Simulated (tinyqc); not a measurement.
Changing the process temperature: rapid thermal processing of a wafer: radiative balance, ramp and cooling, pattern effects, pyrometer error and spike budget. Computed by tinyqc, a small Python program. Command: `OMP_NUM_THREADS=1 python tinyqc.py 3110327 3110328 out.jsonl rtp sweep`. One thread of a shared host (Intel(R) Xeon(R) Processor @ 2.30GHz), about 0.08 s of CPU time with the checks.

The wafer is opaque and uniform through its thickness unless said otherwise; temperatures in formulas are in kelvin (C + 273.15). sigma = 5.670374419e-12 W/(cm^2 K^4).

Inputs (values chosen for the exercise, modelled on a hot silicon wafer):
```
quantity                                              value         unit
wafer thickness d                                       725   micrometre
heat capacity per volume C                             2.06   J/(cm^3 K)
thermal conductivity k                                 0.22     W/(cm K)
emissivity eps of each face                            0.61            -
reflectivity of the chamber walls r                    0.75            -
gas heat-transfer coefficient h, both faces together    4.8  mW/(cm^2 K)
wall temperature T_w                                    300            K
starting temperature                                    400            C
ramp rate                                               110          K/s
activation energy of the process E_a                      2           eV
```

Constants: k_B = 8.617333262e-05 eV/K.

Method:
- Effective emissivity between parallel grey plates: eps_eff = 1/(1/eps + 1/(1 - r) - 1). Loss per area q(T) = 2 eps_eff sigma (T^4 - T_w^4) + h (T - T_w).
- Absorbed power during a ramp = q(T) + C d x ramp rate; thermal time constant tau = C d/(dq/dT), dq/dT = 8 eps_eff sigma T^3 + h; natural cooling rate q/(C d); front-to-back difference under one-sided heating at the end of the ramp = (absorbed power) d/(2 k).
- Cooling with the lamps off: C d dT/dt = -q(T), integrated adaptively (relative tolerance 1e-10).
- Spike anneal: linear ramp to the peak, then lamps off. Equivalent time at the peak = int exp(-(E_a/k_B)(1/T - 1/T_peak)) dt; estimate (k_B T^2/E_a)(1/ramp rate + 1/cooling rate). The ramp part uses 4000 trapezoid steps, the cooling part 4000 steps over 4 tau.
- Time within 50 K of the peak from the same curves.

One run for each value; columns: (1) process temperature (C); (2) holding power q (W/cm^2); (3) time constant tau (s); (4) natural cooling rate (K/s); (5) equivalent time, total (s):
```
(1)      (2)     (3)     (4)     (5)
620    4.383  12.693   29.35  1.4783
710    5.543  10.598   37.12  1.4934
800    6.933   8.845   46.42  1.5102
890    8.598   7.398   57.57  1.5292
980   10.584   6.212   70.86  1.5516
1070  12.943   5.242   86.66  1.5783
1160  15.732   4.447  105.33  1.6103
1250  19.008   3.795  127.27  1.6484
```

Over the rows, holding power q (W/cm^2) rises from 4.38 to 19.0; time constant tau (s) falls from 12.7 to 3.80; natural cooling rate (K/s) rises from 29.3 to 127.

Extremes, crossings and ranges named in words are read from the listed rows.
